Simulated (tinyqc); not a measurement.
Inside a calculation: cyclotron resonance of ellipsoidal valleys, Si type. Values are carried at full precision from step to step, so a last printed digit may differ when a step is redone from the rounded ones.

Valleys along [100], [010], [001] (each with its opposite partner), mass ml along the axis and mt across it. B lies in the (1-10) plane, b = (sin(theta)/sqrt2, sin(theta)/sqrt2, cos(theta)). For the angle phi between B and the axis, 1/mc^2 = cos^2(phi)/mt^2 + sin^2(phi)/(mt ml). Resonance: h nu = 2 muB B/mc, h = 2 pi hbar.

Constants: hbar = 6.58211957e-16 eV s; muB = 5.788381798e-05 eV/T.

Parameters, chosen for this exercise (near those of Si; shifted at random, so the results belong to these values and not to a real crystal):

| symbol | value | unit | meaning |
|---|---|---|---|
| theta | 7 | degrees | angle of B from [001] towards [110] |
| ml | 0.906 | m0 | longitudinal mass |
| mt | 0.181 | m0 | transverse mass |
| nu | 9.4 | GHz | microwave frequency |
| tau | 15 | ps | scattering time |

## Angles to the valley axes

Give b and cos^2(phi) for each axis.

b: 0.0862  0.0862  0.9925

cos^2(phi): [100] 0.0074, [010] 0.0074, [001] 0.9851

## Cyclotron masses and resonance fields

For each axis, mc and B = h nu mc/(2 muB).

Resonances:

| axis | mc (m0) | B (T) |
|---|---|---|
| [100] | 0.3991 | 0.1340 |
| [010] | 0.3991 | 0.1340 |
| [001] | 0.1821 | 0.0611 |

2 distinct masses appear; the limits are mt = 0.181 (B along the axis) and sqrt(ml mt) = 0.4050 (B across it).

## The same from the mass tensor

For the valley along [001]: M = mt 1 + (ml - mt) a a^T, and mc^2 = det M/(b M b).

M (m0):
```
        x       y       z
x  0.1810       0       0
y       0  0.1810       0
z       0       0  0.9060
```

det M = 0.029681
b M b = 0.8952
mc = 0.1821 m0

## Line shape

For linear polarisation and one isotropic mass the absorbed power goes as P = [1 + (w^2 + wc^2) tau^2]/([1 + (wc^2 - w^2) tau^2]^2 + 4 w^2 tau^2), w = 2 pi nu. List it for wc/w = 0, 0.5, 0.8, 0.9, 1, 1.1, 1.2, 1.5 and 2, which is B over the resonance field.

w tau = 0.886

Power:

| wc/w | P |
|---|---|
| 0.0 | 0.5603 |
| 0.5 | 0.5988 |
| 0.8 | 0.6259 |
| 0.9 | 0.6265 |
| 1.0 | 0.6208 |
| 1.1 | 0.6082 |
| 1.2 | 0.5890 |
| 1.5 | 0.5027 |
| 2.0 | 0.3421 |

The largest listed value lies at wc/w = 0.9, 1.1 times the zero-field value. With w tau below 1 there is no resolved resonance. The closest two lines of this crystal are 119.2 % apart, so they merge at this w tau.

## Checks

- Rotation frequency of dv/dt = -M^-1 (v x b) for the valley along [001], in units of e B/m0, against 1/mc: both 5.4919.

Computed by tinyqc, a small Python program: `OMP_NUM_THREADS=1 python tinyqc.py 1280470 1280471 out.jsonl` (the numbers bound the seed that draws the inputs); one thread of a shared host (Intel(R) Xeon(R) Processor @ 2.30GHz), about 0.01 s for the whole set of steps.
